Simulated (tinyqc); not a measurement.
# Changing the optical or intervalley deformation potential D_o

Model: hot carriers by balance equations with a heated Maxwellian. Computed by tinyqc, a small Python program. Command: `OMP_NUM_THREADS=1 python tinyqc.py 3013647 3013648 out.jsonl hot sweep`. One thread of a shared host (Intel(R) Xeon(R) Processor @ 2.30GHz), about 0.09 s of CPU time with the checks.

The carriers follow a Maxwellian at an electron temperature T_e, slightly displaced; the drift energy is neglected against k_B T_e. The balance averages the rate, not the time, so mu_0 lies below the relaxation-time value.

Inputs (values chosen for the exercise, for a model non-polar semiconductor):

| quantity | value | unit |
|---|---|---|
| effective mass m | 0.479 | m_0 |
| density rho | 2740 | kg/m^3 |
| sound velocity v_l | 11900 | m/s |
| acoustic deformation potential D_A | 7.3 | eV |
| phonon energy hbar w | 30 | meV |
| final valleys Z_f | 2 | - |
| lattice temperature T | 250 | K |
| electric field F | 0.34 | kV/cm |
| mixing | 0.3 | - |
| iteration cap | 300 | - |

Band: parabolic. Solver: damped fixed point.

Constants: k_B = 8.617333262e-05 eV/K; k_B = 1.380649e-23 J/K; e = 1.602176634e-19 C; hbar = 1.054571817e-34 J s; m_0 = 9.1093837015e-31 kg; hbar = 6.582119569e-16 eV s.

Method:
- Parabolic band: E = hbar^2 k^2/(2 m), speed v = hbar k/m, states per spin, volume and energy g(E) = m k/(2 pi^2 hbar^2). Masses are multiplied by m_0 and all formulas are in SI units.
- Phonon occupation N_q = 1/(exp(hbar w/(k_B T)) - 1).
- Acoustic deformation potential (elastic, equipartition, absorption and emission together): 1/tau = 2 pi k_B T D_A^2 g(E)/(hbar rho v_l^2).
- Optical or intervalley deformation potential: 1/tau = (pi Z_f D_o^2/(rho w)) [N_q g(E + hbar w) + (N_q + 1) g(E - hbar w)], with g = 0 below the band edge.
- Averages over the Maxwellian, <y> = int y x^(1/2) exp(-x) dx / int x^(1/2) exp(-x) dx with x = E/(k_B T_e), split at x_0 = hbar w/(k_B T_e): 64 Gauss-Legendre points in sqrt(x) below it and 128 in sqrt(x - x_0) above it, up to x = 32. Momentum balance: mu(T_e) = e/(m nu), nu = <x (sum of rates)>/<x>. Power lost per carrier: P(T_e) = hbar w <emission rate - absorption rate> + <(2 m v_l^2/(k_B T)) (E - 2 k_B T) acoustic rate>.
- Energy relaxation time at weak heating: tau_E = (3/2) k_B / (dP/dT_e), the derivative by a central difference of +/- 0.5 K at T_e = T.
- Fixed point: T_out = T + (T_e - T) e mu(T_e) F^2/P(T_e), T_new = T_e + mixing (T_out - T_e).
- Start at T_e = 1.5 T; stop when T_e moves by less than 1e-6 K or exceeds 1e6 K.
- v = mu(T_e) F; warm-carrier coefficient (mu/mu_0 - 1)/F^2.

One run for each value:

| optical or intervalley deformation potential D_o (1e8 eV/cm) | drift velocity (1e7 cm/s) | electron temperature T_e (K) | energy relaxation time tau_E (ps) | low-field mobility mu_0 (cm^2/(V s)) |
|---|---|---|---|---|
| 1.0 | 0.08794 | 266.9 | 7.372 | 2685 |
| 1.5 | 0.07350 | 257.6 | 3.926 | 2203 |
| 2.2 | 0.05416 | 252.8 | 1.994 | 1605 |
| 3.2 | 0.03478 | 250.9 | 0.985 | 1026 |
| 4.7 | 0.01944 | 250.2 | 0.466 | 572 |
| 6.9 | 0.00996 | 250.1 | 0.219 | 293 |
| 10.0 | 0.00498 | 250.0 | 0.105 | 146 |
| 15.0 | 0.00227 | 250.0 | 0.047 | 67 |

Over the rows, drift velocity (1e7 cm/s) falls from 0.0879 to 0.00227 (exponent d ln y / d ln x -0.44 between the first rows and -1.9 between the last); electron temperature T_e (K) falls from 267 to 250; energy relaxation time tau_E (ps) falls from 7.37 to 0.0466 (exponent d ln y / d ln x -1.6 between the first rows and -2.0 between the last).

Caution (rows 4.70, 6.90, 10.0, 15.0): the drift energy m v^2/2 is not small against the heating (3/2) k_B (T_e - T), so T_e - T is rough.
